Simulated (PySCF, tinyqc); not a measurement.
Worked calculation: CCSD on RHF in the 3-21g basis, for H3+, spin multiplicity 1. The lowest restricted solution is unstable here: a spin-polarised one lies 0.0002 hartree lower (PySCF). One step of it, computed by the program tinyqc.

Task: CCSD: starting amplitudes. t_ij^ab = <ij||ab> / (e_i + e_j - e_a - e_b), whose energy is MP2.

orbital energies (hartree): MO1 -0.937338, MO2 -0.379224, MO3 -0.028203, MO4 0.704665, MO5 0.817977, MO6 0.979460

Two-electron integrals over orbitals (pq|rs), unique and non-zero (hartree):
```
(11|11) 0.546782    (21|21) 0.121716    (22|11) 0.431957    (22|22) 0.440916
(31|11) 0.084180    (31|22) -0.012662   (31|31) 0.076194    (32|21) -0.096418
(32|32) 0.104661    (33|11) 0.415222    (33|22) 0.382091    (33|31) 0.023779
(33|33) 0.373493    (41|11) 0.070206    (41|22) 0.074398    (41|31) -0.006204
(41|33) 0.046775    (41|41) 0.052537    (42|21) 0.067290    (42|32) -0.047518
(42|42) 0.072684    (43|11) -0.043861   (43|22) -0.051023   (43|31) 0.007241
(43|33) -0.024661   (43|41) -0.021689   (43|43) 0.028802    (44|11) 0.440815
(44|22) 0.427789    (44|31) 0.004812    (44|33) 0.371102    (44|41) 0.078082
(44|43) -0.059580   (44|44) 0.442716    (51|21) 0.053834    (51|32) -0.037399
(51|42) 0.056843    (51|51) 0.045021    (52|11) 0.090008    (52|22) 0.099506
(52|31) -0.011253   (52|33) 0.054007    (52|41) 0.059653    (52|43) -0.041425
(52|44) 0.111224    (52|52) 0.082451    (53|21) -0.017991   (53|32) 0.001808
(53|42) -0.037815   (53|51) -0.028217   (53|53) 0.031171    (54|21) 0.148845
(54|32) -0.127373   (54|42) 0.099048    (54|51) 0.079087    (54|53) -0.030271
(54|54) 0.210716    (55|11) 0.414485    (55|22) 0.433442    (55|31) -0.020438
(55|33) 0.366304    (55|41) 0.086663    (55|43) -0.059093   (55|44) 0.442254
(55|52) 0.118017    (55|55) 0.454391    (61|11) -0.075537   (61|22) 0.006248
(61|31) -0.065150   (61|33) -0.040285   (61|41) -0.009597   (61|43) -0.021706
(61|44) 0.002797    (61|52) 0.013123    (61|55) 0.017496    (61|61) 0.094832
(62|21) 0.040400    (62|32) -0.024703   (62|42) 0.036481    (62|51) 0.028536
(62|53) -0.021639   (62|54) 0.055907    (62|62) 0.024894    (63|11) -0.129662
(63|22) -0.057704   (63|31) -0.054471   (63|33) -0.064050   (63|41) -0.038137
(63|43) 0.010596    (63|44) -0.069931   (63|52) -0.037689   (63|55) -0.055875
(63|61) 0.066805    (63|63) 0.082637    (64|11) -0.030600   (64|22) 0.034974
(64|31) -0.052714   (64|33) -0.000522   (64|41) 0.024845    (64|43) -0.015409
(64|44) 0.028434    (64|52) 0.033831    (64|55) 0.051669    (64|61) 0.045920
(64|63) 0.026441    (64|64) 0.053213    (65|21) 0.066893    (65|32) -0.063214
(65|42) 0.047824    (65|51) 0.038543    (65|53) -0.011681   (65|54) 0.097928
(65|62) 0.023100    (65|65) 0.049877    (66|11) 0.554536    (66|22) 0.396109
(66|31) 0.120977    (66|33) 0.420167    (66|41) 0.071192    (66|43) -0.021253
(66|44) 0.416686    (66|52) 0.070032    (66|55) 0.380833    (66|61) -0.144224
(66|63) -0.169622   (66|64) -0.067607   (66|66) 0.645388
```

Give: Starting amplitudes; correlation energy.

Result:

Starting amplitudes (spin orbitals 1a, 1b, ...; amplitudes related by a flip of all spins are not repeated):
```
from      to        t
1a 1b  2a 2b  -0.1090
1a 1b  3a 3b  -0.0419
1a 1b  6a 6b  -0.0247
1a 1b  2a 5b  -0.0233
1a 1b  3a 6b   0.0231
1a 1b  4a 4b  -0.0160
1a 1b  5a 5b  -0.0128
1a 1b  4a 6b   0.0027
1a 1b  3a 4b   0.0024
```

correlation energy = -0.025820 hartree
